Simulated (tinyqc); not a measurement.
Spherical quantum dot: one step. Lowest optical transition. Two cases, with inputs chosen for the exercise.

Question. Give the terms and the wavelength hc/E.

Brus estimate with the correlation term of Kayanuma, both carriers between hard walls: E = Eg + c (pi/R)^2 (1/mw + 1/mh) - 1.786 q/(eps R) - 0.248 Ry*, with q = e^2/(4 pi eps0), Ry* = Ry mu/eps^2, 1/mu = 1/mw + 1/mh, a* = a0 eps/mu, c = hbar^2/2m0. It assumes R below about a*.

Constants: hbar^2/2m0 = 3.80998211 eV angstrom^2; e^2/(4 pi eps0) = 14.39964547 eV angstrom; Ry = 13.60569312 eV; a0 (Bohr radius) = 0.5291772105 angstrom; hc = 1239.841984 eV nm.

Case 1.

Values chosen (near those of an InGaAs dot in InAlAs; the results hold for these values, not for the real material): Eg = 0.821 eV (bulk gap); mw = 0.0405 m0 (mass inside); mh = 0.31 m0 (hole mass); eps = 13.2 (dielectric constant inside); R = 87 angstrom (radius).

Case 2.

Values chosen (near those of a non-polar GaN dot in AlGaN; the results hold for these values, not for the real material): Eg = 3.546 eV (bulk gap); mw = 0.193 m0 (mass inside); mh = 0.53 m0 (hole mass); eps = 9.7 (dielectric constant inside); R = 22 angstrom (radius).

Give: mu; a*; confinement, Coulomb and correlation terms; E; wavelength.

Answer.

Case 1.

mu = 0.0358 m0
a* = 195.0 angstrom

confinement, Coulomb and correlation terms (eV): 0.1387  -0.0224  -0.0007

E = 0.9366 eV
wavelength = 1323.8 nm

R/a* = 0.45: strong confinement, as the formula assumes. For the electron, hard walls give 40 meV more than the finite barrier.

Case 2.

mu = 0.1415 m0
a* = 36.3 angstrom

confinement, Coulomb and correlation terms (eV): 0.5491  -0.1205  -0.0051

E = 3.9696 eV
wavelength = 312.3 nm

R/a* = 0.61: strong confinement, as the formula assumes. For the electron, hard walls give 193 meV more than the finite barrier.

Computed by tinyqc, one run a case: `OMP_NUM_THREADS=1 python tinyqc.py N N+1 out.jsonl` with N = 1252788, 1280102; one thread of a shared Intel(R) Xeon(R) Processor @ 2.30GHz, about 0.06 s a run at most.
